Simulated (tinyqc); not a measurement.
A transmission-line measurement read back: specific resistance of a metal-semiconductor contact and its transmission-line measurement. Computed by tinyqc, a small Python program. Command: `OMP_NUM_THREADS=1 python tinyqc.py 3010501 3010502 out.jsonl contact walk`. One thread of a shared host (Intel(R) Xeon(R) Processor @ 2.30GHz), about 0.01 s of CPU time with the checks.

The barrier is parabolic (depletion approximation), energies E are normal energies counted from the band edge in the neutral semiconductor (downwards for holes), and the bias is zero. xi is an input, held fixed when other inputs move.

Inputs (values chosen for the exercise, modelled on n-type GaN): tunnelling mass m = 0.19 m_0; permittivity eps = 9.7; Richardson constant A* = 25.6 A/(cm^2 K^2); barrier height phi_B = 0.84 eV; doping N = 2.1e+20 1/cm^3; Fermi level above the band edge in the bulk, xi = 0.59 eV; temperature T = 300 K; sheet resistance R_sh = 150 ohm; contact length d = 0.14 micrometre; contact width W = 6.2 micrometre.

Image-force lowering: left out.

Constants: hbar = 1.054571817e-34 J s; eps_0 = 8.8541878128e-12 F/m; m_0 = 9.1093837015e-31 kg; k_B = 8.617333262e-05 eV/K; e = 1.602176634e-19 C.

Method:
- E_00 = (e hbar/2) sqrt(N/(eps eps_0 m)); band bending E_b = phi_B + xi; depletion width w = sqrt(2 eps eps_0 E_b/(e^2 N)).
- WKB transmission for E < E_b, with a = E/E_b: D = exp{-(E_b/E_00) [sqrt(1 - a) - a ln((1 + sqrt(1 - a))/sqrt(a))]}; D = 1 above.
- At zero bias 1/rho_c = (e A*/k_B^2) int D(E) f(E) dE, f = 1/(1 + exp((E - xi)/k_B T)); 200 Gauss-Legendre points from 0 to E_b, and k_B T ln(1 + exp((xi - E_b)/k_B T)) for the part above the barrier; the share of tunnelling is the part below.
- Transmission-line model: transfer length L_T = sqrt(rho_c/R_sh); R_c = (R_sh L_T/W) coth(d/L_T). Limits: rho_c/(W d) for d << L_T, sqrt(rho_c R_sh)/W for d >> L_T.
- Transmission-line model: transfer length L_T = sqrt(rho_c/R_sh); R_c = (R_sh L_T/W) coth(d/L_T). Two contacts a gap s apart give R = 2 R_c + R_sh s/W. A straight-line fit gives R_sh from the slope and R_c from the intercept; the simple reading takes L_x = R_c W/R_sh as the transfer length and rho_c = R_sh L_x^2.

R_c W = 21.6891 ohm micrometre

contact resistance R_c = 3.49824 ohm

specific contact resistance rho_c = 2.13603e-08 ohm cm^2

Resistances:
```
gap s (micrometre)  R (ohm)
0.14                 10.384
0.29                 14.013
0.58                 21.029
1.20                 36.029
2.30                 62.642
```

L_x = 0.14459 micrometre

rho_c by the simple reading = 3.1361e-08 ohm cm^2

simple reading over true value = 1.4682

What does the comparison show, and why?

The simple reading is 1.47 times too high, the factor coth^2(d/L_T): it holds only for d above about 2 L_T.
